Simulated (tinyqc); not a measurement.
Double-gate transistor, scale length and short-channel effects: two steps of the calculation.

A body of thickness ts between two insulators of thickness ti and two tied gates. Below threshold the potential that source and drain add obeys Laplace's equation and vanishes on the gate. Its lowest mode decays along the channel as exp(-k y); k is the smallest positive root of the matching condition at the interface, and the scale length is Lambda = pi/k.

Values chosen for this exercise; permittivities: semiconductor close to that of silicon, insulator close to that of aluminium oxide:

| symbol | value | unit | meaning |
|---|---|---|---|
| T | 293 | K | temperature |
| eps_r | 11.6 |  | relative permittivity of the semiconductor |
| ei | 8.56 |  | relative permittivity of the insulator |
| ti | 1.1 | nm | insulator thickness |
| ts | 9.9 | nm | body thickness |
| L | 28 | nm | channel length |
| Vbi | 0.86 | V | potential of the source |
| sT | 0.48 | V | potential of the barrier top at threshold |
| VTL | 0.49 | V | long-channel threshold |
| m | 1 |  | long-channel body factor |
| Vds | 1 | V | drain voltage |

Constants: q = 1.602176634e-19 C, kB = 1.380649e-23 J/K, Vt = kB T/q. Results are converted to the units shown.

Problem 1. Decay constant by Newton steps. f(k) = ei cos(k ti) cos(k ts/2) - eps_r sin(k ti) sin(k ts/2); f' by a central difference with +/- 1e-5 1/nm; k(new) = k - f/f'.

k after iteration 1 = 0.24442673 1/nm

Find: f; f'; k after iteration 2.

Solution 1.

f = 0.031002
f' = -55.997 nm
k after iteration 2 = 0.24498 1/nm

Problem 2. Threshold shift, barrier position and swing. Along the channel psi(y) = s + a exp(y/l) + b exp(-y/l) with psi(0) = Vbi, psi(L) = Vbi + Vds and l = 1/k = Lambda/pi; with A = Vbi - s, B = A + Vds, x = exp(-L/l): a = (B - A x) x/(1 - x^2), b = (A - B x)/(1 - x^2). The minimum is s + 2 sqrt(a b), at y = (l/2) ln(b/a). The long-channel potential follows the gate as s = sT + (Vg - VTL)/m, and the threshold VT is the gate voltage at which the minimum equals sT. Swing = m Vt ln 10/g at threshold, g = d(minimum)/ds = 1 - (b x + a)/((1 + x) sqrt(a b)).

l = 4.0819607 nm

Give: s at threshold; a; b; position of the minimum; VT; swing.

Solution 2.

s at threshold = 0.42923 V
a = 0.0015011 V
b = 0.42927 V
position of the minimum = 11.544 nm
VT = 0.43923 V
swing = 62.974 mV/decade

The threshold lies 50.8 mV below the long-channel value, and the barrier top sits at 0.41 L from the source.

Computed by the program tinyqc: `OMP_NUM_THREADS=1 python tinyqc.py 2420152 2420153 out.jsonl`, one thread of a shared Intel Xeon 2.30GHz, about 0.01 s for the whole run.
